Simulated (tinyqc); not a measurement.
Charge neutrality level from zone-averaged pseudopotential bands: one step. The neutrality level. Five cases, with inputs chosen for the exercise.

Question. Energies are counted from the valence top at Gamma. E_N = (1/2) weighted mean of [E5 + (E3 + E4)/2]. Compare with half the smallest indirect gap, min(Delta/X, L)/2, and give the barrier for electrons in the limit of full pinning, min(gaps) - E_N.

Case 1.

Levels (eV):
```
kx              ky        kz  weight         E3         E4        E5        E6
0.166667  0.166667  0.166667       2  -0.242734  -0.242734  2.621025  4.985115
0.500000  0.166667  0.166667       6  -1.289971  -1.096795  3.266810  4.652788
0.500000  0.500000  0.166667       6  -2.061352  -0.829012  3.308697  5.079804
0.500000  0.500000  0.500000       1  -0.790834  -0.790834  1.987798  5.054126
0.833333  0.166667  0.166667       6  -2.404856  -1.710416  2.638807  3.969259
0.833333  0.500000  0.166667       6  -2.725848  -1.755339  4.367895  4.685042
```

gaps to Gamma, Delta/X, L (eV): 1.590129  2.233214  1.987798

Case 2.

Levels (eV):
```
kx              ky        kz  weight         E3         E4        E5        E6
0.166667  0.166667  0.166667       2  -0.375432  -0.375432  1.946439  4.109541
0.500000  0.166667  0.166667       6  -1.865149  -1.539250  2.334988  4.133061
0.500000  0.500000  0.166667       6  -2.831520  -1.168414  2.501252  4.412418
0.500000  0.500000  0.500000       1  -1.103576  -1.103576  0.977388  4.236176
0.833333  0.166667  0.166667       6  -3.224369  -2.300766  1.537713  3.134539
0.833333  0.500000  0.166667       6  -3.604884  -2.425009  3.731162  3.908982
```

gaps to Gamma, Delta/X, L (eV): 1.266903  1.059976  0.977388

Case 3.

Levels (eV):
```
kx              ky        kz  weight         E3         E4        E5        E6
0.166667  0.166667  0.166667       2  -0.455640  -0.455640  2.849680  4.072057
0.500000  0.166667  0.166667       6  -2.107735  -1.856396  2.325432  4.543544
0.500000  0.500000  0.166667       6  -3.252234  -1.380847  2.868633  4.587848
0.500000  0.500000  0.500000       1  -1.297164  -1.297164  1.819207  3.929183
0.833333  0.166667  0.166667       6  -3.868908  -2.734161  1.272311  3.035484
0.833333  0.500000  0.166667       6  -4.266760  -2.938294  3.694838  4.085817
```

gaps to Gamma, Delta/X, L (eV): 3.361244  0.756800  1.819207

Case 4.

Levels (eV):
```
kx              ky        kz  weight         E3         E4        E5        E6
0.166667  0.166667  0.166667       2  -0.370384  -0.370384  1.961462  4.123673
0.500000  0.166667  0.166667       6  -1.839904  -1.520534  2.366132  4.139366
0.500000  0.500000  0.166667       6  -2.795608  -1.155773  2.523152  4.434422
0.500000  0.500000  0.500000       1  -1.092563  -1.092563  1.005026  4.261491
0.833333  0.166667  0.166667       6  -3.183053  -2.275150  1.585736  3.167869
0.833333  0.500000  0.166667       6  -3.558881  -2.393287  3.747718  3.940999
```

gaps to Gamma, Delta/X, L (eV): 1.260500  1.111974  1.005026

Case 5.

Levels (eV):
```
kx              ky        kz  weight         E3         E4        E5        E6
0.125000  0.125000  0.125000       2  -0.125084  -0.125084  1.744800  4.538849
0.375000  0.125000  0.125000       6  -0.699495  -0.690044  2.828590  3.930627
0.375000  0.375000  0.125000       6  -1.357503  -0.424358  2.701621  4.861921
0.375000  0.375000  0.375000       2  -0.624501  -0.624501  1.666070  5.027925
0.625000  0.125000  0.125000       6  -1.572735  -1.296259  2.707122  3.804327
0.625000  0.375000  0.125000      12  -2.062765  -1.092044  3.446441  4.459929
0.625000  0.375000  0.375000       6  -1.448966  -0.904212  2.447841  4.642405
0.625000  0.625000  0.125000       6  -2.521321  -1.101247  2.939502  5.458821
0.875000  0.125000  0.125000       6  -2.083127  -1.640061  2.303148  3.192482
0.875000  0.375000  0.125000      12  -2.524276  -1.731328  3.395634  5.045949
```

gaps to Gamma, Delta/X, L (eV): 0.565800  2.014117  1.547071

Give: mean of E5; mean of (E3 + E4)/2; E_N; half the indirect gap; pinned barrier for electrons.

Answer.

Case 1.

mean of E5 = 3.2860 eV
mean of (E3 + E4)/2 = -1.5888 eV
E_N = 0.8486 eV
half the indirect gap = 0.9939 eV
pinned barrier for electrons = 0.7415 eV

E_N lies at 53 % of the gap from the valence top. The two estimates differ by 0.15 eV; both rules are good to a few tenths of an eV only, so a position within that distance of a band edge or of mid-gap is not settled. Local form factors place the indirect gaps only to a few tenths of an eV, and E_N moves with them. Spin-orbit coupling, left out, would lift the valence top by a third of its splitting.

Case 2.

mean of E5 = 2.4260 eV
mean of (E3 + E4)/2 = -2.1753 eV
E_N = 0.1253 eV
half the indirect gap = 0.4887 eV
pinned barrier for electrons = 0.8520 eV

E_N lies at 13 % of the gap from the valence top, so pinned contacts have the lower barrier for holes. The two estimates differ by 0.36 eV; both rules are good to a few tenths of an eV only, so a position within that distance of a band edge or of mid-gap is not settled. Local form factors place the indirect gaps only to a few tenths of an eV, and E_N moves with them. Spin-orbit coupling, left out, would lift the valence top by a third of its splitting.

Case 3.

mean of E5 = 2.5365 eV
mean of (E3 + E4)/2 = -2.5713 eV
E_N = -0.0174 eV
half the indirect gap = 0.3784 eV
pinned barrier for electrons = 0.7742 eV

E_N lies below the valence top by 0.017 eV. The two estimates differ by 0.40 eV; both rules are good to a few tenths of an eV only, so a position within that distance of a band edge or of mid-gap is not settled. Local form factors place the indirect gaps only to a few tenths of an eV, and E_N moves with them. Spin-orbit coupling, left out, would lift the valence top by a third of its splitting.

Case 4.

mean of E5 = 2.4542 eV
mean of (E3 + E4)/2 = -2.1481 eV
E_N = 0.1530 eV
half the indirect gap = 0.5025 eV
pinned barrier for electrons = 0.8520 eV

E_N lies at 15 % of the gap from the valence top, so pinned contacts have the lower barrier for holes. The two estimates differ by 0.35 eV; both rules are good to a few tenths of an eV only, so a position within that distance of a band edge or of mid-gap is not settled. Local form factors place the indirect gaps only to a few tenths of an eV, and E_N moves with them. Spin-orbit coupling, left out, would lift the valence top by a third of its splitting.

Case 5.

mean of E5 = 2.8827 eV
mean of (E3 + E4)/2 = -1.4559 eV
E_N = 0.7134 eV
half the indirect gap = 0.7735 eV
pinned barrier for electrons = -0.1476 eV

E_N lies above the conduction edge by 0.148 eV, since the narrow lowest valley has little weight in the zone mean. The two estimates differ by 0.06 eV; both rules are good to a few tenths of an eV only, so a position within that distance of a band edge or of mid-gap is not settled. Local form factors place the indirect gaps only to a few tenths of an eV, and E_N moves with them. Spin-orbit coupling, left out, would lift the valence top by a third of its splitting.

Computed by tinyqc, one run a case: `OMP_NUM_THREADS=1 python tinyqc.py N N+1 out.jsonl` with N = 1880983, 1881032, 1881045, 1881064, 1881106; one thread of a shared Intel(R) Xeon(R) Processor @ 2.30GHz, about 0.09 s a run at most.
